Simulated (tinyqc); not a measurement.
Comparisons within one model: six-band hole subbands of a thin body in a field. A value that a table varies takes the place of the one given here.

Basis X, Y, Z times spin, hole energies counted downwards from the unstrained edge (the hydrostatic shift is left out), c = hbar^2/2m0. For a symmetric tensor T let C(T) have C_XX = L Txx + M (Tyy + Tzz), C_XY = N Txy (cyclic), L = c (g1 + 4 g2), M = c (g1 - 2 g2), N = 6 c g3. k = q + kz n, n the unit normal, q = k1 u + k2 v with u along the channel [1-10] and v = n x u. H = C(k k^T) + (Dso/3)(1 - L.sigma) - B + e F z with (L_k)_ij = -i epsilon_kij; B is the block C built from the traceless strain with 2b, -b and sqrt(3) d in place of L, M, N. Strain: exx = eyy = (s11 + s12) sx/2, ezz = s12 sx, exy = -s44 sx/4. Hard walls at z = 0 and t; basis sin(j pi z/t), j = 1 to Nz: kz^2 = (j pi/t)^2, kz = -i D with D_jl = 4 j l/(t (j^2 - l^2)), z_jj = t/2 and z_jl = -8 t j l/(pi (j^2 - l^2))^2 for j + l odd; 1 MV/cm = 0.01 eV/angstrom.

Nz = 14. E1 is the top subband at q = 0, gap the distance to the next pair, and the masses are c q^2/(E(q) - E1) at |q| = 0.02 1/angstrom (mean of the spin pair) along the channel [1-10] and across it in the plane; a dash marks a band that does not rise.

Constants: hbar^2/2m0 = 3.80998211 eV angstrom^2.

Parameters, chosen for this exercise (near those of a p-type Ge channel; shifted at random, so the results belong to these values and not to a real crystal): g1 = 13.44 (Luttinger gamma1); g2 = 4.25 (gamma2); g3 = 5.66 (gamma3); Dso = 0.294 eV (spin-orbit splitting); b = -2.6 eV (tetragonal potential); d = -5.3 eV (trigonal potential); S = (9.97, -2.68, 15.15) 1/TPa (compliances s11, s12, s44); face = 110 (surface); t = 80 angstrom (body thickness); F = 0.2 MV/cm (field across the body); sx = -1.5 GPa (stress along the channel [1-10], negative in compression).

## Stress along the channel

Each row has its own sx.

Results:

| sx (GPa) | E1 (meV) | gap (meV) | m channel | m across |
|---|---|---|---|---|
| -3.0 | -37.7 | 43.0 | 0.037 | 0.182 |
| -2.0 | 6.7 | 44.4 | 0.039 | 0.171 |
| -1.0 | 46.8 | 47.0 | 0.044 | 0.150 |
| -0.5 | 63.9 | 49.2 | 0.048 | 0.134 |
| 0.0 | 77.3 | 52.4 | 0.055 | 0.112 |
| 0.5 | 85.2 | 57.3 | 0.069 | 0.090 |
| 1.0 | 86.2 | 64.7 | 0.094 | 0.072 |

Under 2 GPa of compression the channel mass goes from 0.055 to 0.039 m0, the mass across from 0.112 to 0.171; the gap to the next subband is 44, 52 and 65 meV at -2, 0 and +1 GPa. The lightest channel mass of the table, 0.037 m0, is at -3.0 GPa.

## Surface orientation and number of bands

Three faces, six bands; and four bands, with Dso set to 1000 eV.

Results:

| case | E1 (meV) | gap (meV) | m channel | m across |
|---|---|---|---|---|
| (001) 6 bands | 58.3 | 100.5 | 0.050 | 0.221 |
| (001) 4 bands | 69.9 | 101.3 | 0.062 | 0.111 |
| (110) 6 bands | 27.5 | 45.5 | 0.041 | 0.162 |
| (110) 4 bands | 57.6 | 68.8 | 0.050 | 0.109 |
| (111) 6 bands | 36.7 | 59.3 | 0.046 | 0.162 |
| (111) 4 bands | 51.7 | 59.9 | 0.057 | 0.082 |

With six bands the top subband is shallowest on (110) (27.5 meV) and deepest on (001). Without the stress E1 would be 100.0, 77.3 and 74.5 meV, so the stress moves it by -41.7, -49.8 and -37.8 meV. The lightest channel mass is on (110) (0.041 m0). Dropping the split-off band moves E1 by 11.6, 30.2 and 15.0 meV and the gap by 0.8, 23.4 and 0.6 meV on the three faces, with Dso = 294 meV.

## What each parameter does

Six bands. Each row changes one parameter from the base and keeps the others.

Results:

| case | E1 (meV) | gap (meV) | m channel (m0) | m across (m0) |
|---|---|---|---|---|
| base | 27.5 | 45.5 | 0.041 | 0.162 |
| t = 70 angstrom | 27.7 | 46.8 | 0.041 | 0.159 |
| F = 0.5 MV/cm | 79.4 | 76.3 | 0.042 | 0.171 |
| sx = -2 GPa | 6.7 | 44.4 | 0.039 | 0.171 |
| g3 = 5.26 | 40.6 | 62.9 | 0.042 | 0.151 |
| g2 = 4.89 | 33.4 | 53.9 | 0.044 | 0.176 |
| Dso = 0.441 eV | 36.1 | 50.3 | 0.043 | 0.147 |
| d = -4.24 eV | 36.3 | 45.9 | 0.042 | 0.162 |

The largest shifts from the base row, up to three for each result and ties (the steps differ in size, so this ranks the rows, not the parameters). E1 (meV): F +52.0, sx -20.8, g3 +13.1. gap (meV): F +30.8, g3 +17.4, g2 +8.4. m channel (m0): g2 +0.003, sx -0.002, Dso +0.002; unchanged at the printed digits by t. m across (m0): Dso -0.015, g2 +0.014, g3 -0.011; unchanged at the printed digits by d.

Computed by tinyqc, a small Python program: `OMP_NUM_THREADS=1 python tinyqc.py 1251774 1251775 out.jsonl` (the numbers bound the seed that draws the inputs); one thread of a shared host (Intel(R) Xeon(R) Processor @ 2.30GHz), about 0.3 s for the whole set of steps.
